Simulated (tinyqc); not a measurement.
Worked calculation: Berg model of reactive sputtering of a nitride or oxide: poisoning, hysteresis and pumping speed. Computed by tinyqc, a small Python program that keeps every step. Command: `OMP_NUM_THREADS=1 python tinyqc.py 3009923 3009924 out.jsonl berg walk`. One thread of a shared host (Intel(R) Xeon(R) Processor @ 2.30GHz), about 0.02 s of CPU time with the checks. Intermediate numbers are printed to about 6 digits and carried at full precision; extremes and crossings named in words are read from the listed rows.

A diatomic gas reacts with bare metal on the target and on the collecting surfaces; ions remove metal and compound from the target. theta_t and theta_c are the compound fractions.

Inputs (values chosen for the exercise, close to those used for aluminium nitride):
```
quantity                         value     unit
ion current density J               29  mA/cm^2
target area A_t                    130     cm^2
collecting area A_c               2100     cm^2
metal yield Y_m                   0.77        -
compound yield Y_c                0.14        -
sticking coefficient alpha        0.16        -
reactive atoms per metal atom z      1        -
gas mass M                          28        u
pumping speed S                    340      l/s
gas temperature T                  300        K
reactive partial pressure P      0.054       Pa
```

Constants: e = 1.602176634e-19 C; u = 1.6605390666e-27 kg; k_B = 1.380649e-23 J/K.

## Steady state at the pressure P

Ion flux j = J/e; gas flux F = P/sqrt(2 pi M k_B T). Target: (2/z) alpha F (1 - theta_t) = j Y_c theta_t. Sputtered flows F_c = j Y_c theta_t A_t, F_m = j Y_m (1 - theta_t) A_t. Collector: (2/z) alpha F (1 - theta_c) A_c + F_c (1 - theta_c) = F_m theta_c. Gas use Q = alpha F [(1 - theta_t) A_t + (1 - theta_c) A_c] + P S/(k_B T); 1 sccm = 4.4780e17 molecules/s. Rate R = F_m + F_c, given relative to j Y_m A_t.

ion flux j = 1.81004e+17 1/(cm^2 s)

gas flux F = 1.55238e+17 1/(cm^2 s)

theta_t = 0.662201

theta_c = 0.945655

gas use (sccm): target 2.43576, collector 6.33010, pump 9.89883

total flow Q = 18.6647 sccm

rate relative to clean metal = 0.458199

The target is partly covered. The film is 94.6 % compound.

## Critical pumping speed

P is a single-valued function of the flow Q only if dQ/dP > 0 everywhere: S must exceed k_B T times the steepest fall of the surface terms with P.

pressure of the steepest fall = 0.0365940 Pa

critical pumping speed = 111.266 l/s

S is 3.06 times the critical value: no hysteresis.

## Flow curve at three pumping speeds

The formulas are those given above.

Pressure as the free variable:
```
P (Pa)   theta_t   theta_c  relative rate  Q at S_c/4 (sccm)  Q at S_c (sccm)  Q at 2 S_c (sccm)
0.0018  0.061337  0.177864       0.949815             3.4447           3.5257             3.6337
0.0037  0.118414  0.320614       0.903115             5.9133           6.0797             6.3017
0.0073  0.209492  0.508068       0.828597             8.6262           8.9547             9.3926
0.0130  0.320622  0.680108       0.737673            10.3446          10.9295            11.7093
0.0220  0.444030  0.813584       0.636703            10.8096          11.7994            13.1192
0.0370  0.573233  0.904655       0.530991            10.2729          11.9376            14.1572
0.0590  0.681717  0.952728       0.442232             9.4085          12.0630            15.6024
0.0910  0.767633  0.976936       0.371936             8.7157          12.8100            18.2690
0.1500  0.844851  0.990483       0.308759             8.4365          15.1853            24.1837
0.2900  0.913253  0.997217       0.252793             9.4491          22.4968            39.8937
```

At S_c/4 the flow falls with pressure in 4 of the intervals: as the target poisons, less metal arrives to getter the gas. At 2 S_c it rises throughout. Coverages and rate depend on P alone, not on S. The collector converts before the target (theta_c = 0.81 at theta_t = 0.44), since the metal is spread over a larger area and no ions clean it. The rate tends to Y_c/Y_m = 0.182.

Checks made by the program: gas taken up by surfaces against gas bound in the growing film (relative difference below 1e-10).
